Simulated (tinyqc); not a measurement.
Line constants from open and short measurements.

Inverse problem. A uniform line of length len, under a quarter wavelength, has Z_open = Zc coth(gamma len) and Z_short = Zc tanh(gamma len); gamma Zc = r + i w l and gamma/Zc = g + i w c, w = 2 pi f. Find r, l and c.

Parameters, values chosen for the exercise:
- len = 29 mm (length)
- f = 0.64 GHz (frequency)

Zin with the far end open = 0.467474-50.102601i ohm
Zin with the far end shorted = 1.858623+31.917128i ohm

Answer. The product of the two impedances is Zc^2 and their ratio tanh^2(gamma len); the principal branch holds below a quarter wavelength.

r = 0.04542 ohm/mm
l = 0.2311 nH/mm
c = 144.4 pF/m

tinyqc, about 0.01 s, one thread, Intel Xeon 2.30GHz (shared host): `OMP_NUM_THREADS=1 python tinyqc.py 2810160 2810161 out.jsonl`
